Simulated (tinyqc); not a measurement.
From results back to parameters: effective mass of the heavy-hole band from tabulated energies. Three cases, with inputs chosen for the exercise.

Problem. A band follows E (1 + alpha E) = c k^2/m, c = hbar^2/2m0. Its energies at two wave vectors are given.

Constants: hbar^2/2m0 = 3.80998211 eV angstrom^2.
Find: y = c k^2/E; m; alpha.
Method. y = m + m alpha E is a straight line through the two points.

Case 1.

Values chosen (out of a larger set: band of an eight-band Kane model near CdTe; not measured data): k12 = (0.045, 0.12) 1/angstrom (two wave vectors).

energies (meV): 11.29736  79.50636

Solution.

y = c k^2/E (m0): 0.68292  0.69005
m = 0.6817 m0
alpha = 0.15 1/eV

Case 2.

Values chosen (out of a larger set: band of an eight-band Kane model near InAs; not measured data): k12 = (0.048, 0.128) 1/angstrom (two wave vectors).

energies (meV): 16.04325  100.97377

Solution.

y = c k^2/E (m0): 0.54716  0.61821
m = 0.5337 m0
alpha = 1.57 1/eV

Case 3.

Values chosen (out of a larger set: band of an eight-band Kane model near GaAs; not measured data): k12 = (0.039, 0.104) 1/angstrom (two wave vectors).

energies (meV): 8.61413  51.37661

Solution.

y = c k^2/E (m0): 0.67273  0.80209
m = 0.6467 m0
alpha = 4.68 1/eV

Computed by tinyqc, one run a case: `OMP_NUM_THREADS=1 python tinyqc.py N N+1 out.jsonl` with N = 1851184, 1851230, 1851244; one thread of a shared Intel(R) Xeon(R) Processor @ 2.30GHz, about 0.01 s a run at most.
